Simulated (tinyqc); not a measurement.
Spectral response: phonon-assisted absorption at an indirect gap.

alpha(E) = sum_j A_j [N_j (E - Eg + w_j)^2 + (N_j + 1)(E - Eg - w_j)^2], each bracket counted only where its base is positive; N_j = 1/(exp(w_j/kB T) - 1). The first term absorbs a phonon and the second emits one; excitons and direct transitions are left out.

Photodiode (Gaertner form with a dead layer): QE = (1 - R) exp(-alpha xj) [1 - exp(-alpha W)/(1 + alpha L)], R = ((nr - 1)/(nr + 1))^2; responsivity = QE/E in A/W for E in eV.

Constants: kB = 8.617333262e-05 eV/K.

Parameters, chosen for this exercise (loosely those of AlAs at room temperature; Eg is not tied to T; the results hold for these values, not for the real material): Eg = 2.167 eV (indirect gap, held fixed unless listed); w = (45.1, 13.2) meV (two zone-edge phonons); A = (5600, 890) 1/(cm eV^2) (their strengths); T = 77 K; nr = 3.09 (refractive index); xj = 0.21 micrometre (dead layer at the surface); W = 5.5 micrometre (depleted width); L = 2.2 micrometre (minority diffusion length below it).

Response:

| E (eV) | wavelength (nm) | alpha (1/cm) | 1/alpha (micrometre) | dead layer | collected | QE | A/W |
|---|---|---|---|---|---|---|---|
| 2.19 | 566 | 0.313 | 3.20e+04 | 1.000 | 0.000 | 0.000 | 0.000 |
| 2.23 | 556 | 5.25 | 1.91e+03 | 1.000 | 0.004 | 0.003 | 0.001 |
| 2.29 | 541 | 49.2 | 203 | 0.999 | 0.037 | 0.027 | 0.012 |
| 2.37 | 523 | 184 | 54.4 | 0.996 | 0.131 | 0.097 | 0.041 |
| 2.47 | 502 | 474 | 21.1 | 0.990 | 0.302 | 0.221 | 0.090 |
| 2.62 | 473 | 1.16e+03 | 8.59 | 0.976 | 0.580 | 0.418 | 0.160 |
| 2.82 | 440 | 2.56e+03 | 3.91 | 0.948 | 0.843 | 0.591 | 0.209 |
| 3.07 | 404 | 5.07e+03 | 1.97 | 0.899 | 0.971 | 0.645 | 0.210 |
| 3.37 | 368 | 9.19e+03 | 1.09 | 0.824 | 0.998 | 0.608 | 0.180 |
| 3.77 | 329 | 1.66e+04 | 0.602 | 0.706 | 1.000 | 0.521 | 0.138 |

What can be read from this table?

QE is highest, 0.645, at 3.07 eV of those listed and the responsivity at 3.07 eV; reflection alone caps QE at 0.739. Near the gap weak absorption limits it (collected share 0.000); at the top the dead layer passes 0.706. Far above the gap the quadratic law and a constant index are only rough; in the real crystal direct transitions take over near 3 eV, so the rows above that understate alpha.

(tinyqc, `OMP_NUM_THREADS=1 python tinyqc.py 1681828 1681829 out.jsonl`, Intel(R) Xeon(R) Processor @ 2.30GHz, 1 thread, shared host, about 0.01 s.)
